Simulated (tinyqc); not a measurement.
Magnetisation curve: two coupled magnetic layers: synthetic antiferromagnet, spin flop, exchange bias and magnetoresistance. Computed by tinyqc, a small Python program. Command: `OMP_NUM_THREADS=1 python tinyqc.py 3022211 3022212 out.jsonl saf walk`. One thread of a shared host (Intel(R) Xeon(R) Processor @ 2.30GHz), about 0.3 s of CPU time with the checks.

Moments lie in the plane at the angles p1, p2 from the field. Energy per area: E = J1 cos(p1 - p2) + J2 cos^2(p1 - p2) - B M_s (t1 cos p1 + t2 cos p2) + K (t1 cos^2 p1 + t2 cos^2 p2).

Inputs (values chosen for the exercise, for a model stack):
```
quantity                         value    unit
saturation magnetisation M_s      1430    kA/m
thickness t1                       4.3      nm
thickness t2                       4.3      nm
antiferromagnetic coupling J1     0.73  mJ/m^2
biquadratic coupling J2              0  mJ/m^2
in-plane anisotropy K              7.6  kJ/m^3
field over the saturation field   0.25       -
```

Field direction: along the hard axis.

Method. The parallel state is stable while the Hessian at p1 = p2 = 0 is positive: with c = J1 + 2 J2 and u = B M_s - 2K, (u t1 - c)(u t2 - c) > c^2, so B_sat M_s = c (1/t1 + 1/t2) + 2K. B_K = 2K/M_s. The lowest minimum of E over both angles (from five starts; of two mirror images the one with p1 >= 0, and for equal layers |p1| <= |p2|).

saturation field B_sat = 248.066 mT

Equilibrium states:
```
B/B_sat  B (mT)  p1 (degrees)  p2 (degrees)  m/m_sat
0.02       4.96        88.854       -88.854   0.0200
0.06      14.88        86.560       -86.560   0.0600
0.12      29.77        83.108       -83.108   0.1200
0.20      49.61        78.463       -78.463   0.2000
0.30      74.42        72.542       -72.542   0.3000
0.45     111.63        63.256       -63.256   0.4500
0.60     148.84        53.130       -53.130   0.6000
0.80     198.45        36.870       -36.870   0.8000
0.95     235.66        18.195       -18.195   0.9500
1.10     272.87         0.000         0.000   1.0000
```

What follows from these numbers?

From the first row the moments are canted and close at B_sat. The largest gap between m/m_sat and B/B_sat in the canted rows is 0.000.

Extremes, crossings and ranges named in words are read from the listed rows.
